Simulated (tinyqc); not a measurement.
# Frequency dispersion of an accumulation capacitance by border traps, distributed model: two studies

Traps spread evenly through the insulator exchange electrons with the semiconductor by tunnelling, with tau(x) = t0 exp(2 ka x) at depth x from the interface. The admittance per area Y seen at depth x obeys dY/dx = -Y^2/(i w eps0 eox) + q Nb ln(1 + i w tau)/tau, with Y(0) = i w Cs and w = 2 pi f; the gate sees Y(tox) = G + i w C. Working variable y = Y/(i w), in uF/cm^2. Cox = eps0 eox/tox.

Values chosen for this exercise; permittivity close to that of hafnium oxide: relative permittivity of the insulator eox = 19.9; insulator thickness tox = 6.3 nm; semiconductor capacitance in accumulation Cs = 0.92 uF/cm^2; density of border traps Nb = 1.1e19 cm^-3 eV^-1; decay constant of the wave function in the insulator ka = 3.1 1/nm; time constant of a trap at the interface t0 = 2e-11 s; frequency f = 100 Hz.

Constants: q = 1.602176634e-19 C, eps0 = 8.8541878128e-14 F/cm where lengths are in cm. Results are converted to the units shown.

Each table varies one quantity; the others keep the values above.

## Capacitance and loss against frequency

Cox; trap-free value 1/(1/Cox + 1/Cs); response depth d = ln(1/(w t0))/(2 ka), where w tau = 1; lumped estimate: all traps within d act as C_bt = q Nb d placed at d/2, so C = 1/{1/[1/(1/Cs + d/(2 eps0 eox)) + C_bt] + (tox - d/2)/(eps0 eox)}. C and G from a fine integration; dispersion -d C/d log10 f over C, from f times and over 1.1. For a broad spread of time constants G/w is close to -(pi/2) dC/d ln w.

The same in every row: trap-free C (uF/cm^2) = 0.6923.

Result of one run:
```
f (Hz)  d (nm)  C (uF/cm^2)  G/w (uF/cm^2)  dispersion (% a decade)  -(pi/2) dC/d ln w (uF/cm^2)  lumped C (uF/cm^2)
1000     2.563       0.9780        0.02872                    4.302                      0.02870              0.9561
```

What becomes of these results when the frequency f is changed from 1000 to 10000 Hz, all else the same?

Result of the changed run:
```
f (Hz)  d (nm)  C (uF/cm^2)  G/w (uF/cm^2)  dispersion (% a decade)  -(pi/2) dC/d ln w (uF/cm^2)  lumped C (uF/cm^2)
10000    2.191       0.9365        0.02791                    4.366                      0.02789              0.9164
```

The whole series:
```
f (Hz)  d (nm)  C (uF/cm^2)  G/w (uF/cm^2)  dispersion (% a decade)  -(pi/2) dC/d ln w (uF/cm^2)  lumped C (uF/cm^2)
10       3.306        1.065        0.03071                    4.224                      0.03068               1.038
100      2.934        1.021        0.02965                    4.255                      0.02963              0.9967
1000     2.563       0.9780        0.02872                    4.302                      0.02870              0.9561
10000    2.191       0.9365        0.02791                    4.366                      0.02789              0.9164
1e5      1.820       0.8962        0.02722                    4.450                      0.02720              0.8773
1e6      1.449       0.8567        0.02664                    4.555                      0.02662              0.8387
1e7      1.077       0.8181        0.02615                    4.685                      0.02614              0.8007
```

C falls from 1.065 to 0.8181 uF/cm^2, towards the trap-free 0.6923; each decade of frequency removes ln 10/(2 ka) = 0.371 nm from the response depth. The dispersion rises from 4.22 to 4.68 % a decade and G/w falls from 0.0307 to 0.0262 uF/cm^2. G/w stays at 1.00 times -(pi/2) dC/d ln w, the relation for a broad spread of time constants.

## Effect of the density of border traps

Same model as above.

The same in every row: d (nm) = 2.934; trap-free C (uF/cm^2) = 0.6923.

Effect of the density of border traps:
```
Nb (cm^-3 eV^-1)  C (uF/cm^2)  G/w (uF/cm^2)  dispersion (% a decade)  -(pi/2) dC/d ln w (uF/cm^2)  lumped C (uF/cm^2)
1e18                   0.7249       0.003060                   0.6188                     0.003060              0.7228
2e18                   0.7569       0.006039                    1.169                     0.006038              0.7527
6e18                   0.8793        0.01720                    2.866                      0.01719              0.8665
1e19                   0.9934        0.02728                    4.023                      0.02726              0.9716
3e19                    1.466        0.06572                    6.564                      0.06562               1.397
7e19                    2.096         0.1097                    7.652                       0.1094               1.940
2e20                    3.046         0.1663                    7.964                       0.1655               2.690
4e20                    3.613         0.2032                    8.194                       0.2020               3.075
```

What does the table show?

As Nb goes from 1e18 to 4e20, C rises from 0.725 to 3.61 uF/cm^2, the dispersion rises from 0.619 to 8.19 % a decade and G/w rises from 0.00306 to 0.203 uF/cm^2. The lumped estimate is 0.28 % below C in the first row and 15 % below it in the last. The dispersion goes as Nb^(0.92) between the first two rows and Nb^(0.04) between the last two: dense traps near the interface screen those behind them.

Computed by the program tinyqc: `OMP_NUM_THREADS=1 python tinyqc.py 2202020 2202021 out.jsonl`, one thread of a shared Intel Xeon 2.30GHz, about 0.4 s for the whole run.
